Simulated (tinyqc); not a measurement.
Nudged elastic band on a two-dimensional model surface: one step, computed by the program tinyqc. Command: `OMP_NUM_THREADS=1 python tinyqc.py 3015278 3015279 out.jsonl neb walk`. One thread of a shared host (Intel(R) Xeon(R) Processor @ 2.30GHz), about 0.1 s of CPU time with the checks.

V(x, y) = -A (cos kx + cos ky) - B cos kx cos ky + (C sin ky + S sin kx)(1 - cos kx), k = 2 pi/a; the atom hops from the minimum at (0, 0) to that at (a, 0).

Task: Iteration 2. Tangent at image i: towards the higher neighbour if the energies rise or fall through i; at a maximum or minimum, tau = t+ dmax + t- dmin if V(i+1) > V(i-1), else t+ dmin + t- dmax, with t+ = R(i+1) - R(i), t- = R(i) - R(i-1) and dmax, dmin the larger and smaller of |V(i+1) - V(i)| and |V(i-1) - V(i)|; then normalise. Force F = -grad V + (grad V.tau) tau + k_s (|t+| - |t-|) tau. With a climbing image, the highest image feels instead F = -grad V + 2 (grad V.tau) tau and no spring. Update R(new) = R + eta F; the end points stay fixed.

Inputs (values chosen for the exercise, for a model surface):

| quantity | value | unit |
|---|---|---|
| amplitude A | 0.13 | eV |
| amplitude B | 0.048 | eV |
| skew C | 0.02 | eV |
| asymmetry S | 0.029 | eV |
| period a | 3.3 | angstrom |
| spring constant k_s | 0.16 | eV/angstrom^2 |
| step factor eta | 0.56 | angstrom^2/eV |

Surface: adatom on a square lattice. Climbing image: on.

images after iteration 1 (angstrom):
```
                x          y
image 1  0.550000  -0.010662
image 2  1.100000  -0.031987
image 3  1.588158  -0.042650
image 4  2.200000  -0.031987
image 5  2.750000  -0.010662
```

positions (angstrom):
```
               x          y
start   0.000000   0.000000
end     3.300000   0.000000
saddle  1.484993  -0.227570
```

Give: unit tangents; forces; images after iteration 2.

Result:

unit tangents:
```
             x       y
image 1  0.999  -0.039
image 2  1.000  -0.022
image 3  1.000  -0.008
image 4  1.000   0.017
image 5  0.999   0.039
```

forces (eV/angstrom):
```
               x        y
image 1  -0.0010  -0.0265
image 2  -0.0111  -0.0509
image 3  -0.0701  -0.0618
image 4  -0.0090  -0.0500
image 5   0.0008  -0.0223
```

images after iteration 2 (angstrom):
```
            x      y
image 1  0.55  -0.03
image 2  1.09  -0.06
image 3  1.55  -0.08
image 4  2.19  -0.06
image 5  2.75  -0.02
```
